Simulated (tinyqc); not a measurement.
Electron mobility in a silicon inversion layer, empirical terms and Matthiessen rule: one step of the calculation.

Inversion layer of sheet density Ns on a uniformly doped body, under a high-permittivity gate with an interlayer. The mobility terms are empirical power laws with prefactors chosen for the exercise; adding their inverses (Matthiessen) is itself an approximation.

Question. Inversion density for the measured current. I = (W/L) q Ns mu Vd. E = q (Ndep + eta Ns)/(eps0 eps_r) in MV/cm. With t = T/(300 K): muC = Ac (Ns/1e12 cm^-2) t/(Nb/1e17 cm^-3 + Nit/1e11 cm^-2), muP = Ap E^(-1/3) t^(-1.75), muS = As E^(-gs), muR = Ar exp(2 ti/lr)/t; 1/mu is the sum of the inverses. Ns(new) = I/((W/L) q mu Vd).

Values chosen for this exercise; material values close to those of silicon: temperature T = 400 K; relative permittivity of the semiconductor eps_r = 11.8; body doping Nb = 8.5e17 cm^-3; weight of the inversion charge in the effective field eta = 0.5; phonon-limited mobility at 1 MV/cm and 300 K Ap = 435 cm^2/(V s); roughness-limited mobility at 1 MV/cm As = 1140 cm^2/(V s); exponent of the roughness term gs = 2; Coulomb prefactor Ac = 1800 cm^2/(V s); charge at the interface Nit = 1.2e11 cm^-2; remote-phonon mobility without interlayer Ar = 180 cm^2/(V s); interlayer thickness ti = 0.5 nm; decay length of remote phonons lr = 0.9 nm; ratio W/L WL = 20; drain voltage Vd = 0.05 V; measured linear current I = 11.8 uA.

Constants: q = 1.602176634e-19 C, eps0 = 8.8541878128e-14 F/cm where lengths are in cm. Results are converted to the units shown.

Ns at the start = 1.2e12 cm^-2
Ndep = 3.0715379e12 cm^-2

Find: E; mu; Ns after iteration 1.

Answer.

E = 0.5630 MV/cm
mu = 108.4 cm^2/(V s)
Ns after iteration 1 = 6.794e11 cm^-2

Program tinyqc, `OMP_NUM_THREADS=1 python tinyqc.py 2510135 2510136 out.jsonl`; Intel Xeon 2.30GHz, shared host, one thread, about 0.01 s.
